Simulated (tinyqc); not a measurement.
# From internal strain zeta back to three-body strength lambda

Model: Stillinger-Weber potential for a tetrahedral semiconductor. Computed by tinyqc, a small Python program. Command: `OMP_NUM_THREADS=1 python tinyqc.py 3028561 3028562 out.jsonl swsi inv`. One thread of a shared host (Intel(R) Xeon(R) Processor @ 2.30GHz), about 0.1 s of CPU time with the checks.

With x = r/sigma: pair term eps A (B x^-4 - 1) exp(1/(x - a)); for each pair of neighbours j, k of atom i, three-body term eps lambda exp(gamma/(x_ij - a) + gamma/(x_ik - a)) (cos theta_jik + 1/3)^2; both vanish beyond x = a. A = 7.049556277, B = 0.6022245584, a = 1.8.

Inputs (values chosen for the exercise, modelled on silicon): energy scale eps = 2.057 eV; length scale sigma = 2.078 angstrom; gamma = 1.2.

Constants: 1 eV/angstrom^3 = 160.2176634 GPa.

Method. All angles are tetrahedral, so only the pair term acts; its minimum lies at x = 2^(1/6) with depth eps, and second neighbours lie beyond the cut-off. a0 = 4 d/sqrt3; E = -2 eps per atom. Second derivatives of the energy per atom, volume a0^3/8: e_xx gives C11, e_xx = -e_yy gives 2 (C11 - C12), e_xy = e_yx = h/2 gives the unrelaxed C44(0). Under that shear the second sublattice shifts by u_z; minimising over u_z gives C44 = C44(0) - E_hu^2/(E_uu V) and Kleinman's zeta = |E_hu/E_uu|/(a0/4). The optical force constant is k = 4 E_uu, with M omega^2 = k at the zone centre.

Question. A run gave the result below. Find the three-body strength lambda, known to lie between 16 and 40.

internal strain zeta = 0.6367168

Answer.

Each step takes the trial c = (a f_b - b f_a)/(f_b - f_a), f being the result less the target and a, b, c the logarithms of the listed values; c replaces end b, the old b replaces a if the sign of f changed, and otherwise f_a is halved.

Scan of the range:
```
three-body strength lambda  internal strain zeta
16.0                                    0.699603
18.6                                    0.661795
21.7                                    0.619718
25.3                                    0.574525
29.5                                    0.526203
34.3                                    0.476039
40.0                                    0.422490
```

False position (Illinois rule, in the logarithm of the input) inside the bracket:
```
step    end a    end b    trial  internal strain zeta
1     18.6000  21.7000  20.3898              0.637124
2     21.7000  20.3898  20.4195              0.636723
3     21.7000  20.4195  20.4204              0.636711
4     20.4195  20.4204  20.4200              0.636717
```

Internal strain zeta falls at every point of a 13-point scan of the range (every second point is shown), so one value fits; it is bracketed by 18.6 and 21.7. Answer: three-body strength lambda = 20.42.
